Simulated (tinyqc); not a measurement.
Charge neutrality level from zone-averaged pseudopotential bands: one step. The neutrality level. Four cases, with inputs chosen for the exercise.

Problem. Energies are counted from the valence top at Gamma. E_N = (1/2) weighted mean of [E5 + (E3 + E4)/2]. Compare with half the smallest indirect gap, min(Delta/X, L)/2, and give the barrier for electrons in the limit of full pinning, min(gaps) - E_N.

Case 1.

Levels (eV):
```
kx              ky        kz  weight         E3         E4        E5        E6
0.166667  0.166667  0.166667       2  -0.377079  -0.377079  1.906936  4.063533
0.500000  0.166667  0.166667       6  -1.883087  -1.546204  2.250155  4.092177
0.500000  0.500000  0.166667       6  -2.857554  -1.170950  2.443163  4.315435
0.500000  0.500000  0.500000       1  -1.104719  -1.104719  0.918070  4.172529
0.833333  0.166667  0.166667       6  -3.254289  -2.309118  1.429218  3.035647
0.833333  0.500000  0.166667       6  -3.640044  -2.445979  3.669187  3.796909
```

gaps to Gamma, Delta/X, L (eV): 1.273910  0.947091  0.918070

Case 2.

Levels (eV):
```
kx              ky        kz  weight         E3         E4        E5        E6
0.125000  0.125000  0.125000       2  -0.178043  -0.178043  2.456985  4.716106
0.375000  0.125000  0.125000       6  -0.933727  -0.931051  3.224324  4.177769
0.375000  0.375000  0.125000       6  -1.775480  -0.564129  3.097571  5.034654
0.375000  0.375000  0.375000       2  -0.818473  -0.818473  1.849213  5.072839
0.625000  0.125000  0.125000       6  -2.053985  -1.692208  2.570784  3.886474
0.625000  0.375000  0.125000      12  -2.649885  -1.440406  3.738138  4.583572
0.625000  0.375000  0.375000       6  -1.852416  -1.184785  2.694653  4.685830
0.625000  0.625000  0.125000       6  -3.214720  -1.440164  2.919031  5.978533
0.875000  0.125000  0.125000       6  -2.690670  -2.113673  2.082028  3.068696
0.875000  0.375000  0.125000      12  -3.231449  -2.262259  3.413477  5.254233
```

gaps to Gamma, Delta/X, L (eV): 1.491458  1.784381  1.699012

Case 3.

Levels (eV):
```
kx              ky        kz  weight         E3         E4        E5        E6
0.125000  0.125000  0.125000       2  -0.177714  -0.177714  2.448100  4.737526
0.375000  0.125000  0.125000       6  -0.934528  -0.932041  3.236305  4.183665
0.375000  0.375000  0.125000       6  -1.778841  -0.562241  3.103698  5.053882
0.375000  0.375000  0.375000       2  -0.816897  -0.816897  1.853204  5.088716
0.625000  0.125000  0.125000       6  -2.058550  -1.694777  2.578279  3.885761
0.625000  0.375000  0.125000      12  -2.657328  -1.442085  3.746326  4.592747
0.625000  0.375000  0.375000       6  -1.855380  -1.184538  2.701023  4.695257
0.625000  0.625000  0.125000       6  -3.226394  -1.441000  2.920851  5.995552
0.875000  0.125000  0.125000       6  -2.698848  -2.117667  2.077293  3.073877
0.875000  0.375000  0.125000      12  -3.244165  -2.268415  3.415023  5.266242
```

gaps to Gamma, Delta/X, L (eV): 1.468648  1.774031  1.702828

Case 4.

Levels (eV):
```
kx              ky        kz  weight         E3         E4        E5        E6
0.166667  0.166667  0.166667       2  -0.451087  -0.451087  2.915208  4.113828
0.500000  0.166667  0.166667       6  -2.085780  -1.842166  2.389140  4.610327
0.500000  0.500000  0.166667       6  -3.223383  -1.372144  2.935100  4.642799
0.500000  0.500000  0.500000       1  -1.290953  -1.290953  1.890578  3.982736
0.833333  0.166667  0.166667       6  -3.835576  -2.716282  1.349261  3.100422
0.833333  0.500000  0.166667       6  -4.230505  -2.911757  3.756001  4.143923
```

gaps to Gamma, Delta/X, L (eV): 3.406088  0.834648  1.890578

Give: mean of E5; mean of (E3 + E4)/2; E_N; half the indirect gap; pinned barrier for electrons.

Solution.

Case 1.

mean of E5 = 2.3512 eV
mean of (E3 + E4)/2 = -2.1919 eV
E_N = 0.0797 eV
half the indirect gap = 0.4590 eV
pinned barrier for electrons = 0.8384 eV

E_N lies at 9 % of the gap from the valence top, so pinned contacts have the lower barrier for holes. The two estimates differ by 0.38 eV; both rules are good to a few tenths of an eV only, so a position within that distance of a band edge or of mid-gap is not settled. Local form factors place the indirect gaps only to a few tenths of an eV, and E_N moves with them. Spin-orbit coupling, left out, would lift the valence top by a third of its splitting.

Case 2.

mean of E5 = 3.0307 eV
mean of (E3 + E4)/2 = -1.8881 eV
E_N = 0.5713 eV
half the indirect gap = 0.8495 eV
pinned barrier for electrons = 0.9202 eV

E_N lies at 38 % of the gap from the valence top, so pinned contacts have the lower barrier for holes. The two estimates differ by 0.28 eV; both rules are good to a few tenths of an eV only, so a position within that distance of a band edge or of mid-gap is not settled. Local form factors place the indirect gaps only to a few tenths of an eV, and E_N moves with them. Spin-orbit coupling, left out, would lift the valence top by a third of its splitting.

Case 3.

mean of E5 = 3.0351 eV
mean of (E3 + E4)/2 = -1.8924 eV
E_N = 0.5713 eV
half the indirect gap = 0.8514 eV
pinned barrier for electrons = 0.8973 eV

E_N lies at 39 % of the gap from the valence top, so pinned contacts have the lower barrier for holes. The two estimates differ by 0.28 eV; both rules are good to a few tenths of an eV only, so a position within that distance of a band edge or of mid-gap is not settled. Local form factors place the indirect gaps only to a few tenths of an eV, and E_N moves with them. Spin-orbit coupling, left out, would lift the valence top by a third of its splitting.

Case 4.

mean of E5 = 2.6036 eV
mean of (E3 + E4)/2 = -2.5498 eV
E_N = 0.0269 eV
half the indirect gap = 0.4173 eV
pinned barrier for electrons = 0.8078 eV

E_N lies at 3 % of the gap from the valence top, so pinned contacts have the lower barrier for holes. The two estimates differ by 0.39 eV; both rules are good to a few tenths of an eV only, so a position within that distance of a band edge or of mid-gap is not settled. Local form factors place the indirect gaps only to a few tenths of an eV, and E_N moves with them. Spin-orbit coupling, left out, would lift the valence top by a third of its splitting.

Computed by tinyqc, one run a case: `OMP_NUM_THREADS=1 python tinyqc.py N N+1 out.jsonl` with N = 1880186, 1880375, 1880425, 1880445; one thread of a shared Intel(R) Xeon(R) Processor @ 2.30GHz, about 0.09 s a run at most.
